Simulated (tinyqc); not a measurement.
# Lossy on-chip transmission line with skin effect, step by step

Computed by the program tinyqc: `OMP_NUM_THREADS=1 python tinyqc.py 2810101 2810102 out.jsonl`, one thread of a shared Intel Xeon 2.30GHz, about 0.01 s for the whole run. Printed values are rounded.

A uniform line in a homogeneous dielectric: c = sqrt(er)/(c0 Z0), l = Z0 sqrt(er)/c0 (c0 = 299792458 m/s), g = w c td, w = 2 pi f. The resistance joins its limits as r = sqrt(r_dc^2 + r_hf^2), with r_dc = rho/(wd th), r_hf = kr rho/(2 delta (wd + th)), delta = sqrt(rho/(pi f mu0)), mu0 = 4 pi 1e-7 H/m; this is an interpolation, and internal inductance, up to 0.05 nH/mm at low frequency, is neglected.

Values chosen for this exercise: width of the strip wd = 1.4 um; thickness of the strip th = 1.4 um; resistivity rho = 2.9 uohm cm; relative permittivity er = 2.7; loss tangent td = 0.005; lossless impedance sqrt(l/c) Z0 = 60 ohm; factor for crowding and the return path kr = 1.5; length len = 3.7 mm; source resistance Rg = 25 ohm; load resistance RL = 50 ohm; load capacitance CL = 100 fF; frequency f = 0.79 GHz.

## Line constants

delta, r_dc, r_hf, r, l, c and g as defined.

delta = 3.04934 um
r_dc = 14.7959 ohm/mm
r_hf = 2.54739 ohm/mm
r = 15.0136 ohm/mm
l = 0.328861 nH/mm
c = 91.3503 pF/m
g = 0.00226718 S/m

r is 1.01 times r_dc; the skin depth is 2.18 of the thickness.

## Propagation constant and impedance

gamma = sqrt((r + i w l)(g + i w c)) = alpha + i beta, Zc = sqrt((r + i w l)/(g + i w c)), roots with positive real part; loss 8.685889638 alpha in dB; phase velocity w/beta.

gamma len = 0.205038+0.227393i
Zc = 136.145-121.532i ohm
loss = 0.481334 dB/mm
phase velocity over c0 = 0.269408
r/(w l) = 9.19741

r exceeds w l, so the line behaves mainly as an RC line at this frequency.

## Reflection, input impedance and transfer

ZL = 1/(1/RL + i w CL); reflection (ZL - Zc)/(ZL + Zc); Zin = Zc (ZL + Zc tanh(gamma len))/(Zc + ZL tanh(gamma len)); H = V_load/V_source = [Zin/(Zin + Rg)]/[cosh(gamma len) + (Zc/ZL) sinh(gamma len)].

ZL = 49.9692-1.2402i ohm
reflection at the load = -0.619716+0.237531i
Zin = 104.808-5.692i ohm
H = 0.380619-0.042442i
|H| = -8.33653 dB
